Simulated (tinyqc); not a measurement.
MOSFET in the linear regime without short-channel effects, parameter extraction from computed curves: one step of the calculation.

Inversion charge Q = Cox n Vt W0(exp((Vg - VT)/(n Vt))), W0 the Lambert function and n = nf; u = Q/Cox; mobility mu = mu0/(1 + th1 u + th2 u^2); channel resistance Rch = (L - dL)/(W mu Q); Id = Vd/(Rch + Rsd/W). Cox = eps0 eox/tox. Small Vd, no channel-length or drain effects.

Task. Threshold and mobility at the peak transconductance. gm_i = (Id_(i+1) - Id_(i-1))/(Vg_(i+1) - Vg_(i-1)); at the point j of largest gm the tangent meets the axis at V_ext = Vg_j - Id_j/gm_j; field-effect mobility gm_j L/(W Cox Vd) with the drawn L.

Parameters, values chosen for the exercise; channel values of the order met in silicon transistors:
- eox = 7.28 (relative permittivity of the gate insulator (close to silicon nitride))
- tox = 4.1 nm (insulator thickness)
- mu0 = 270 cm^2/(V s) (low-field mobility)
- VT = 0.66 V (threshold voltage)
- W = 10 um (gate width)
- L = 0.55 um (drawn gate length)
- dL = 0.018 um (drawn less effective length)
- Vd = 0.025 V (drain voltage)

Constants: eps0 = 8.8541878128e-14 F/cm where lengths are in cm. Results are converted to the units shown.

| point | Vg (V) | Id (uA) |
|---|---|---|
| 0 | 0.5 | 5.8856929e-9 |
| 1 | 0.58 | 9.8278734e-5 |
| 2 | 0.66 | 0.92907886 |
| 3 | 0.74 | 12.296924 |
| 4 | 0.82 | 25.860095 |
| 5 | 0.9 | 39.110204 |
| 6 | 0.98 | 51.761138 |
| 7 | 1.06 | 63.756684 |
| 8 | 1.14 | 75.097977 |

Wanted: gm; j; V_ext; field-effect mobility.

Result.

| point | gm (uS) |
|---|---|
| 1 | 5.8067 |
| 2 | 76.855 |
| 3 | 155.82 |
| 4 | 167.58 |
| 5 | 161.88 |
| 6 | 154.04 |
| 7 | 145.86 |

j = 4
V_ext = 0.66569 V
field-effect mobility = 234.51 cm^2/(V s)

V_ext is 5.7 mV above the model VT, and the mobility so found is 16 % below mu0 L/(L - dL) = 279 cm^2/(V s), the value for the drawn L; attenuation, series resistance and the slow approach of Q to a straight line all lower the peak gm.

Program tinyqc, `OMP_NUM_THREADS=1 python tinyqc.py 2210088 2210089 out.jsonl`; Intel Xeon 2.30GHz, shared host, one thread, about 0.01 s.
